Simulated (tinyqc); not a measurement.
# Signal and retention of a DRAM cell, step by step

Numbers from tinyqc (`OMP_NUM_THREADS=1 python tinyqc.py 2130101 2130102 out.jsonl`; about 0.01 s on one thread of a shared Intel Xeon 2.30GHz). Printed values are rounded.

A stored one starts at Vd and leaks: Cs dV/dt = -I(V), I = a sqrt((V + Vb)/(Vd + Vb)) + b, with a = Ig exp[-(Eg1 q/kB)(1/T - 1/T0)] (generation in a depletion layer) and b = Is exp[-(Es q/kB)(1/T - 1/T0)]. The bit line is precharged to Vd/2, and charge sharing gives the signal (V - Vd/2) Cs/(Cs + Cb).

Parameters, values chosen for the exercise:

| symbol | value | unit | meaning |
|---|---|---|---|
| Vd | 1.2 | V | array voltage |
| Cs | 23 | fF | cell capacitance |
| Cb | 64 | fF | bit-line capacitance |
| dm | 65 | mV | smallest signal that the sense amplifier resolves |
| Vb | 1.17 | V | built-in plus back-bias voltage of the storage junction |
| Ig | 3.9 | fA | junction leakage at V = Vd and T0 |
| Is | 0.15 | fA | voltage-independent leakage at T0 |
| Es | 0.4 | eV | activation energy of Is |
| T0 | 358 | K | reference temperature |
| T | 368 | K | temperature |
| sg | 0.57 |  | deviation of ln(retention time) over the cells |
| Nc | 1.72e10 |  | cells |
| tr | 64 | ms | refresh interval |
| Eg1 | 0.59 | eV | activation energy of Ig |

Constants: q = 1.602176634e-19 C, kB = 1.380649e-23 J/K. Results are converted to the units shown.

Range of the model: Real arrays also hold a tail of unusually leaky cells and cells whose retention varies in time, which this model lacks.

## Signal and margin

The cell fails below Vc = Vd/2 + dm (Cs + Cb)/Cs.

transfer ratio = 0.2643678
signal of a fresh one = 158.6207 mV
Vc = 0.8458696 V
charge that may be lost = 8.145 fC
the same in electrons = 50837.09

## Retention time

With s = sqrt((Vc + Vb)/(Vd + Vb)), the time from Vd to Vc is t = [2 Cs (Vd + Vb)/a] [1 - s - (b/a) ln((a + b)/(a s + b))].

a = 6.557905 fA
b = 0.2133578 fA
retention time = 1.249905 s
estimate with the current held at a + b = 1.202877 s

The constant-current estimate is 3.8 % below the true time, since the junction leaks less as V falls.

## Failing cells

This time is the median of a log-normal spread: failing cells = Nc erfc(z/sqrt 2)/2, z = ln(t/tr)/sg. One failure is expected at the interval where that count equals 1.

z = 5.213929
failing cells = 1589.985
interval for one failure = 31.74321 ms

The weakest cell of the array lies about 6.44 deviations out, a factor of 39.4 below the median; the chosen interval is longer than that time.
